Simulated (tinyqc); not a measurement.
Mobility of a non-polar semiconductor in the relaxation-time approximation: one step, computed by the program tinyqc.

Each valley is treated as a sphere of mass m_d for states and rates, with one isotropic relaxation time; the conductivity mass m_c sets the current.

Question. Rates at a few energies. Parabolic band: E = hbar^2 k^2/(2 m), speed v = hbar k/m, states per spin, volume and energy g(E) = m k/(2 pi^2 hbar^2). Here m = m_d. Masses are multiplied by m_0 and all formulas are in SI units. Phonon occupation N_q = 1/(exp(hbar w/(k_B T)) - 1). Acoustic deformation potential (elastic, equipartition, absorption and emission together): 1/tau = 2 pi k_B T D_A^2 g(E)/(hbar rho v_l^2). Optical or intervalley deformation potential: 1/tau = (pi Z_f D_o^2/(rho w)) [N_q g(E + hbar w) + (N_q + 1) g(E - hbar w)], with g = 0 below the band edge. Each optical term is multiplied by (1 - f(E'))/(1 - f(E)), E' the final energy, for Pauli blocking. Singly charged impurities, momentum relaxation: 1/tau = N_I e^4 m (1 + 2 alpha E) Phi/(8 pi (eps_s eps_0)^2 hbar^3 k^3), with alpha = 0 for a parabolic band. Brooks-Herring: Phi = ln(1 + b) - b/(1 + b), b = 4 k^2 L_s^2. Alloy disorder: 1/tau = (2 pi/hbar) Omega x (1 - x) U^2 g(E), Omega = a^3/4 (other conventions for Omega rescale U).

Inputs (values chosen for the exercise, for a model non-polar semiconductor):

| quantity | value | unit |
|---|---|---|
| static permittivity eps_s | 15.1 | - |
| density rho | 3520 | kg/m^3 |
| sound velocity v_l | 4960 | m/s |
| acoustic deformation potential D_A | 8.2 | eV |
| phonon energy hbar w | 39 | meV |
| optical or intervalley deformation potential D_o | 4.1 | 1e8 eV/cm |
| final valleys Z_f | 3 | - |
| temperature T | 400 | K |
| alloy fraction x | 0.35 | - |
| alloy potential U | 0.86 | eV |
| lattice constant a | 5.62 | angstrom |

Band: parabolic. Impurity formula: Brooks-Herring. Further scattering: alloy.

reduced Fermi level eta = -4.997735

density-of-states mass m_d = 0.2097275 m_0

ionised impurity density N_I = 1.00e+17 1/cm^3

screening length L_s = 16.98011 nm

Constants: k_B = 8.617333262e-05 eV/K; k_B = 1.380649e-23 J/K; e = 1.602176634e-19 C; hbar = 1.054571817e-34 J s; m_0 = 9.1093837015e-31 kg; hbar = 6.582119569e-16 eV s; eps_0 = 8.8541878128e-12 F/m.

Give: Rates (1e12/s) at E = (max(eta, 0) + 0.5, 1, 2, 4) k_B T.

Answer.

Rates (1e12/s) at E = (max(eta, 0) + 0.5, 1, 2, 4) k_B T:

| E (meV) | acoustic | optical | ionised impurity | alloy |
|---|---|---|---|---|
| 17.2 | 1.758 | 0.451 | 3.036 | 3.061 |
| 34.5 | 2.486 | 0.515 | 1.271 | 4.329 |
| 68.9 | 3.516 | 1.638 | 0.520 | 6.122 |
| 137.9 | 4.972 | 2.645 | 0.209 | 8.658 |
